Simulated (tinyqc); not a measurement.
Frequency dispersion of an accumulation capacitance by border traps, distributed model: two steps of the calculation.

Traps spread evenly through the insulator exchange electrons with the semiconductor by tunnelling, with tau(x) = t0 exp(2 ka x) at depth x from the interface. The admittance per area Y seen at depth x obeys dY/dx = -Y^2/(i w eps0 eox) + q Nb ln(1 + i w tau)/tau, with Y(0) = i w Cs and w = 2 pi f; the gate sees Y(tox) = G + i w C. Working variable y = Y/(i w), in uF/cm^2. Cox = eps0 eox/tox.

Inputs (values chosen for the exercise); permittivity close to that of silicon dioxide: relative permittivity of the insulator eox = 3.77; insulator thickness tox = 6.7 nm; semiconductor capacitance in accumulation Cs = 0.94 uF/cm^2; density of border traps Nb = 1.2e20 cm^-3 eV^-1; decay constant of the wave function in the insulator ka = 5.5 1/nm; time constant of a trap at the interface t0 = 2e-11 s; frequency f = 1e5 Hz; depth down to which the steps are taken xe = 1.5 nm.

Constants: q = 1.602176634e-19 C, eps0 = 8.8541878128e-14 F/cm where lengths are in cm. Results are converted to the units shown.

Problem 1. Scales and lumped estimate. Cox; trap-free value 1/(1/Cox + 1/Cs); response depth d = ln(1/(w t0))/(2 ka), where w tau = 1; lumped estimate: all traps within d act as C_bt = q Nb d placed at d/2, so C = 1/{1/[1/(1/Cs + d/(2 eps0 eox)) + C_bt] + (tox - d/2)/(eps0 eox)}.

Give: Cox; trap-free C; d; C_bt; lumped C.

Solution 1.

Cox = 0.49821 uF/cm^2
trap-free C = 0.32563 uF/cm^2
d = 1.0259 nm
C_bt = 1.9723 uF/cm^2
lumped C = 0.45219 uF/cm^2

The traps within reach amount to 2.10 Cs and lie in the first 15.3 % of the insulator.

Problem 2. Midpoint steps through the active depth. In terms of y: dy/dx = -y^2/(eps0 eox) + s(x), s = q Nb ln(1 + z)/z, z = i w tau. 8 midpoint steps of h = xe/8: y_half = y + (h/2) y'(x, y), y(new) = y + h y'(x + h/2, y_half).

Give: x; s; y.

Solution 2.

x, point 0 to 8 (nm): [0, 0.18750, 0.37500, 0.56250, 0.75000, 0.93750, 1.1250, 1.3125, 1.5000]
s, point 0 to 8 (uF/(cm^2 nm)): [1.9226+0.0000i, 1.9226-0.0001i, 1.9226-0.0007i, 1.9226-0.0059i, 1.9211-0.0462i, 1.8380-0.3399i, 0.8054-0.7391i, 0.1255-0.2591i, 0.0163-0.0545i]
y, point 0 to 8 (uF/cm^2): [0.9400+0.0000i, 1.2331+0.0000i, 1.4881-0.0001i, 1.7036-0.0004i, 1.8816-0.0033i, 2.0237-0.0258i, 2.0575-0.1411i, 1.8943-0.1891i, 1.7217-0.1729i]

tinyqc, about 0.6 s, one thread, Intel Xeon 2.30GHz (shared host): `OMP_NUM_THREADS=1 python tinyqc.py 2202124 2202125 out.jsonl`
